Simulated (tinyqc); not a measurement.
## Tail temperature from the power law

Question. When tail states hold most of the charge, the linear current goes as I = A (Vg - VT)^g with g = 2 Tt/T - 1. Find g, Tt and the tail width kB Tt.

Parameters, values chosen for the exercise:
- T = 300 K (temperature)

Constants: q = 1.602176634e-19 C, kB = 1.380649e-23 J/K, Vt = kB T/q. Results are converted to the units shown.

I at Vg - VT = 5.4 and 8.1 V (nA): [112.69408, 204.25293]

Answer. g is the slope of ln I against ln(Vg - VT).

g = 1.47
Tt = 370 K
kB Tt = 31.9 meV

Computed by the program tinyqc: `OMP_NUM_THREADS=1 python tinyqc.py 2610057 2610058 out.jsonl`, one thread of a shared Intel Xeon 2.30GHz, about 0.02 s for the whole run.
